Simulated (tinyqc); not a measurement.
## Potential step from the flux

Inverse problem. On one interval J = (q mu Vt/hx) [nb B(d) - na B(-d)], B(d) = d/(exp(d) - 1), d = (psi_b - psi_a)/Vt. Find psi_b - psi_a, and the step at which J would vanish.

Values chosen for this exercise:
- T = 293 K (temperature)
- mu = 11100 cm^2/(V s) (electron mobility)
- na = 4.6e13 cm^-3 (density at the left node)
- nb = 2.2e15 cm^-3 (density at the right node)
- hx = 17 nm (node spacing)

Constants: q = 1.602176634e-19 C, kB = 1.380649e-23 J/K, Vt = kB T/q. Results are converted to the units shown.

J = 3.3249888e5 A/cm^2

Answer. B(d) falls and B(-d) rises with d, so J falls steadily with the step and one value matches. J = 0 needs nb/na = exp(d), the Boltzmann ratio.

psi_b - psi_a = -0.144 V
step for J = 0 = 0.0977 V

Program tinyqc, `OMP_NUM_THREADS=1 python tinyqc.py 2220149 2220150 out.jsonl`; Intel Xeon 2.30GHz, shared host, one thread, about 0.01 s.
